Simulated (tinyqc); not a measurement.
Worked calculation: two coupled magnetic layers: synthetic antiferromagnet, spin flop, exchange bias and magnetoresistance. Computed by tinyqc, a small Python program that keeps every step. Command: `OMP_NUM_THREADS=1 python tinyqc.py 3002507 3002508 out.jsonl saf walk`. One thread of a shared host (Intel(R) Xeon(R) Processor @ 2.30GHz), about 0.2 s of CPU time with the checks. Intermediate numbers are printed to about 5 digits and carried at full precision; extremes and crossings named in words are read from the listed rows.

Moments lie in the plane at the angles p1, p2 from the field. Energy per area: E = J1 cos(p1 - p2) + J2 cos^2(p1 - p2) - B M_s (t1 cos p1 + t2 cos p2) + K (t1 cos^2 p1 + t2 cos^2 p2).

Inputs (values chosen for the exercise, for a model stack):

| quantity | value | unit |
|---|---|---|
| saturation magnetisation M_s | 814 | kA/m |
| thickness t1 | 3.2 | nm |
| thickness t2 | 2.8 | nm |
| antiferromagnetic coupling J1 | 1.1 | mJ/m^2 |
| biquadratic coupling J2 | 0 | mJ/m^2 |
| in-plane anisotropy K | 5.5 | kJ/m^3 |
| field over the saturation field | 0.67 | - |
| spin polarisation P1 | 0.42 | - |
| spin polarisation P2 | 0.71 | - |
| resistance-area product, parallel | 37 | ohm micrometre^2 |
| exchange-bias energy J_ex | 0.33 | mJ/m^2 |

Field direction: along the hard axis.

## Saturation field

The parallel state is stable while the Hessian at p1 = p2 = 0 is positive: with c = J1 + 2 J2 and u = B M_s - 2K, (u t1 - c)(u t2 - c) > c^2, so B_sat M_s = c (1/t1 + 1/t2) + 2K. B_K = 2K/M_s.

exchange field c (1/t1 + 1/t2)/M_s = 904.92 mT

B_K = 13.514 mT

saturation field B_sat = 918.44 mT

applied field B = 615.35 mT

## Equilibrium at the field B

The lowest minimum of E over both angles (from five starts; of two mirror images the one with p1 >= 0, and for equal layers |p1| <= |p2|).

p1 = 43.894 degrees

p2 = -52.229 degrees

m/m_sat along B = 0.67017

energy = -2.1165 mJ/m^2

The moments are canted, 96.1 degrees apart.

## Tunnel magnetoresistance against a free layer along B

Julliere: TMR = 2 P1 P2/(1 - P1 P2). Conductance G(theta) = G0 (1 + P1 P2 cos theta), so RA(theta) = RA_P (1 + P1 P2)/(1 + P1 P2 cos theta); theta = p2 for the layer next to the barrier.

TMR = 84.981 %

RA, antiparallel = 68.443 ohm micrometre^2

RA at this field = 40.615 ohm micrometre^2

## Pinning of a single layer

A layer t1 on an antiferromagnet is shifted by B_ex = J_ex/(M_s t1).

bias field, single layer = 126.69 mT

## Pinning of the pair

A rigid antiparallel pair has the net moment M_s (t1 - t2), so the same J_ex holds it up to J_ex/(M_s (t1 - t2)).

bias field, rigid pair = 1013.5 mT

Caution: at such fields the pair is no longer rigid.

## Magnetisation curve

The formulas are those given above.

Equilibrium states:

| B/B_sat | B (mT) | p1 (degrees) | p2 (degrees) | m/m_sat |
|---|---|---|---|---|
| 0.02 | 18.4 | 83.868 | -93.849 | 0.0257 |
| 0.06 | 55.1 | 74.147 | -99.127 | 0.0717 |
| 0.12 | 110.2 | 67.519 | -99.194 | 0.1294 |
| 0.20 | 183.7 | 64.870 | -92.704 | 0.2045 |
| 0.30 | 275.5 | 62.211 | -83.456 | 0.3018 |
| 0.45 | 413.3 | 56.281 | -70.658 | 0.4506 |
| 0.60 | 551.1 | 48.306 | -58.259 | 0.6003 |
| 0.80 | 734.7 | 34.111 | -39.806 | 0.8001 |
| 0.95 | 872.5 | 16.978 | -19.490 | 0.9500 |
| 1.10 | 1010.3 | 0.000 | 0.000 | 1.0000 |

From the first row the moments are canted and close at B_sat. The largest gap between m/m_sat and B/B_sat in the canted rows is 0.012.

Checks made by the program: the energy against a grid over both angles (relative difference 8e-07).
